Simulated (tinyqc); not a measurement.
Equilibrium and kinetic segregation of a solute to boundaries and growing surfaces: one step, computed by the program tinyqc. Command: `OMP_NUM_THREADS=1 python tinyqc.py 3007601 3007602 out.jsonl segreg walk`. One thread of a shared host (Intel(R) Xeon(R) Processor @ 2.30GHz), about 0.01 s of CPU time with the checks.

Problem. Segregation at a growing surface. Two-state exchange during growth, dilute: jump up r_u = nu exp(-E_b/(k_B T_g)), jump back r_d = r_u exp(-E_s/(k_B T_g)), nu = 1e13 1/s. In the time 1/R of one monolayer the share carried up is p = [r_u/(r_u + r_d)] [1 - exp(-(r_u + r_d)/R)]; the tail decays as p^n, length -1/ln p monolayers; the equilibrium limit has p = r_u/(r_u + r_d).

Inputs (values chosen for the exercise, modelled on arsenic in polycrystalline silicon):

| quantity | value | unit |
|---|---|---|
| exchange barrier E_b | 1.65 | eV |
| surface segregation energy E_s | 0.47 | eV |
| growth temperature T_g | 810 | K |
| growth rate | 0.95 | monolayers/s |

Constants: k_B = 8.617333262e-05 eV/K.

Give: r_u; r_d; share carried up p; decay length.

Solution.

r_u = 541.7 1/s

r_d = 0.6449 1/s

share carried up p = 0.9988

decay length = 840.6 monolayers

Exchange is fast against growth: the equilibrium regime, where heating shortens the tail.
